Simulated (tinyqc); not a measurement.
Interface traps from C-V curves, high-low and Terman methods: two steps of the calculation.

MOS capacitor on an n-type substrate; psi is the band bending, negative in depletion; only majority carriers are counted. At the bending psi the Fermi level lies y = xi - psi below the conduction edge at the surface, xi = Vt ln(Nc/Nd). Dit(y) = D0 + D1 exp(-y/E1); traps fill up to the Fermi level, follow the bias and a slow signal, and do not follow a fast one. V is the gate voltage from flat band.

Constants: q = 1.602176634e-19 C. Results are converted to the units shown.

Problem 1. High-low extraction. q Dit = (1/C_LF - 1/Cox)^(-1) - (1/C_HF - 1/Cox)^(-1) at each point.

C_HF, point 0 to 6 (nF/cm^2): [75.434118, 78.927257, 83.176651, 88.567009, 95.880453, 107.05948, 126.45037]
C_LF, point 0 to 6 (nF/cm^2): [120.40430, 121.42026, 123.08511, 126.07081, 131.36294, 139.23537, 147.61790]
Cox = 156.96060 nF/cm^2

Find: Dit by high-low.

Solution 1.

Dit by high-low, point 0 to 6 (cm^-2 eV^-1): [2.320e12, 2.356e12, 2.455e12, 2.730e12, 3.490e12, 5.594e12, 1.142e13]

Problem 2. Terman extraction. psi at each point follows from C_HF and the ideal curve. Dit = (Cox/q) d(V - V0)/dpsi by central differences over the two neighbours.

psi, point 0 to 6 (V): [-0.65000000, -0.54816667, -0.44633333, -0.34450000, -0.24266667, -0.14083333, -0.03900000]
V0, point 0 to 6 (V): [-1.8050125, -1.6047628, -1.3943506, -1.1697747, -0.9234194, -0.6368162, -0.2398144]
V, point 0 to 6 (V): [-4.7037544, -4.2607723, -3.8011628, -3.3094907, -2.7464848, -2.0060360, -0.7753535]
Cox = 156.96060 nF/cm^2

Find: Dit by Terman.

Solution 2.

Dit by Terman, point 1 to 5 (cm^-2 eV^-1): [2.366e12, 2.483e12, 2.808e12, 3.706e12, 6.193e12]

The differences overstate the curved tail; the largest error is 11 %, at point 5.

Computed by the program tinyqc: `OMP_NUM_THREADS=1 python tinyqc.py 2030017 2030018 out.jsonl`, one thread of a shared Intel Xeon 2.30GHz, about 0.01 s for the whole run.
